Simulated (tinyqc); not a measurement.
Special k points of the square lattice: one step. Which stars the mesh integrates.

A_m(k) = sum over the m-th star of lattice vectors R of cos(k . R), stars in order of length: m = 1: |R|^2 = 1, 4 vectors, such as (1, 0) in the basis a_i; m = 2: |R|^2 = 2, 4 vectors, such as (1, 1) in the basis a_i; m = 3: |R|^2 = 4, 4 vectors, such as (2, 0) in the basis a_i; m = 4: |R|^2 = 5, 8 vectors, such as (2, 1) in the basis a_i; m = 5: |R|^2 = 8, 4 vectors, such as (2, 2) in the basis a_i; m = 6: |R|^2 = 9, 4 vectors, such as (3, 0) in the basis a_i. The zone mean of every A_m is zero.

Irreducible points:
```
f1              f2  weight
0.000000  0.000000       1
0.000000  0.250000       4
0.000000  0.500000       2
0.250000  0.250000       4
0.250000  0.500000       4
0.500000  0.500000       1
```

Task: Lattice vectors in units of a: a1 = (1, 0), a2 = (0, 1); f are fractions of the reciprocal vectors. Evaluate the first six A_m at each irreducible point (k . R = 2 pi sum f_i n_i) and form the weighted means.

Give: A_m at the points; weighted means.

Result:

A_m at the points:
```
      m=1     m=2     m=3     m=4     m=5     m=6
1   4.000   4.000   4.000   8.000   4.000   4.000
2   2.000   0.000   0.000  -4.000  -4.000   2.000
3   0.000  -4.000   4.000   0.000   4.000   0.000
4   0.000   0.000  -4.000   0.000   4.000   0.000
5  -2.000   0.000   0.000   4.000  -4.000  -2.000
6  -4.000   4.000   4.000  -8.000   4.000  -4.000
```

weighted means: m=1 0.000, m=2 0.000, m=3 0.000, m=4 0.000, m=5 0.000, m=6 0.000

All six means vanish: the mesh is exact for functions whose Fourier series ends within these stars.

tinyqc: `OMP_NUM_THREADS=1 python tinyqc.py 1680765 1680766 out.jsonl`; about 0.08 s, one thread, shared Intel(R) Xeon(R) Processor @ 2.30GHz.
